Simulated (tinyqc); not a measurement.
# Electron-beam lithography: double-Gaussian proximity function, edge placement and dose correction for parallel lines, step by step

A worked calculation. Computed by tinyqc, a small Python program that keeps every step. Command: `OMP_NUM_THREADS=1 python tinyqc.py 3111209 3111210 out.jsonl proximity walk`. One thread of a shared host (Intel(R) Xeon(R) Processor @ 2.30GHz), about 0.01 s of CPU time with the checks. Intermediate numbers are printed to about 5 digits and carried at full precision; extremes and crossings named in words are read from the listed rows.

Lines are infinitely long. Absorbed energy is counted so that the middle of a very large area written at dose 1 receives 1; the resist develops where it exceeds 1/2.

Inputs (values chosen for the exercise, of the order of those for 50 keV electrons in resist on silicon):
```
quantity                              value               unit
forward range alpha                   0.018         micrometre
backscatter range beta                  8.9         micrometre
backscatter ratio eta                     1                  -
base dose D0                            720  microcoulomb/cm^2
beam current                             13                 nA
pixel size                                2                 nm
width of the test line                  0.1         micrometre
pattern density around the test line   0.61                  -
```

line widths (micrometre): 4.5  7.7  0.072  1.5  0.037

gaps between the lines (micrometre): 0.063  6.3  0.085  0.1

Constants: e = 1.602176634e-19 C.

## Layout

The first line starts at x = 0; each next one starts after the width and the gap.

Lines (micrometre):
```
line  left edge  right edge   centre
1         0.000       4.500   2.2500
2         4.563      12.263   8.4130
3        18.563      18.635  18.5990
4        18.720      20.220  19.4700
5        20.320      20.357  20.3385
```

## Interaction matrix

f(r) = [exp(-r^2/alpha^2)/alpha^2 + eta exp(-r^2/beta^2)/beta^2]/(pi (1 + eta)). A line from a to b at dose d gives E(x) = d [S(alpha) + eta S(beta)]/(1 + eta), S(s) = [erf((b - x)/s) - erf((a - x)/s)]/2. M_ij is the mean of E at the two edges of line i from line j at dose 1.

M:
```
         1        2        3        4        5
1  0.38136  0.14896  0.00011  0.00162  0.00003
2  0.08620  0.44472  0.00078  0.01380  0.00028
3  0.00549  0.07208  0.25228  0.04698  0.00113
4  0.00401  0.05921  0.00224  0.29710  0.00115
5  0.00265  0.04681  0.00220  0.04698  0.25026
```

## Dose correction

Uncorrected edge energies are M 1. Solve M d = 1/2 for the doses d that put the mean edge energy of every line at the threshold.

edge energies at dose 1: 1 0.53208, 2 0.54579, 3 0.37796, 4 0.36371, 5 0.34890

corrected doses: 1 0.9569, 2 0.8895, 3 1.4252, 4 1.4760, 5 1.5318

largest over smallest dose = 1.7220

Line 5 needs the most and line 2 the least; a narrow isolated line much wider than alpha would need 1 + eta = 2.00.

## Printed widths

Edges are the roots of E(x) = 1/2 between a line centre and the middle of the next gap. Three cases: dose 1 everywhere; one common dose equal to the mean of d; the corrected doses.

Width error, printed less drawn (nm):
```
line  drawn width (nm)   dose 1  mean dose  corrected
1                 4500    4.233     19.562   0.006621
2                 7700    5.977     21.572   0.001052
3                   72  -16.699     -2.578   0.000033
4                 1500  -19.084     -4.421   0.000591
5                   37  -23.746     -6.490   0.000012
```

With the common mean dose the errors span 28.1 nm. With corrected doses the largest error is below 0.01 nm.

## Dose to size and latitude

A test line of width w << beta in surroundings of density rho, all at dose d: near its edge E(x) = d [S + eta rho]/(1 + eta), S = [erf((b - x)/alpha) - erf((a - x)/alpha)]/2 for edges a and b, the second term being the background energy. Dose to size d_s = (1 + eta)/(erf(w/alpha) + 2 eta rho), dose = d_s D0; edge slope d [1 - exp(-w^2/alpha^2)]/(sqrt(pi) alpha (1 + eta)); width change per 1 % of dose = 2 x 0.01 x (1/2)/slope.

dose to size d_s = 0.90090

dose = 648.65 microcoulomb/cm^2

edge slope = 0.014119 1/nm

width change per 1 % of dose = 0.70827 nm

background energy = 0.27477

The background supplies 55 % of the threshold.

## Shot noise and writing time

With dose = d_s D0: electrons per pixel N = dose x pixel area/e; relative noise 1/sqrt(N); time per cm^2 of pattern area = dose x density/current; pixel rate = current/(dose x pixel area).

electrons per pixel = 161.94

shot noise = 7.8582 %

writing time per cm^2 = 8.4546 h

pixel rate = 501.04 MHz

Checks made by the program: corrected edge energies (relative difference below 1e-10).
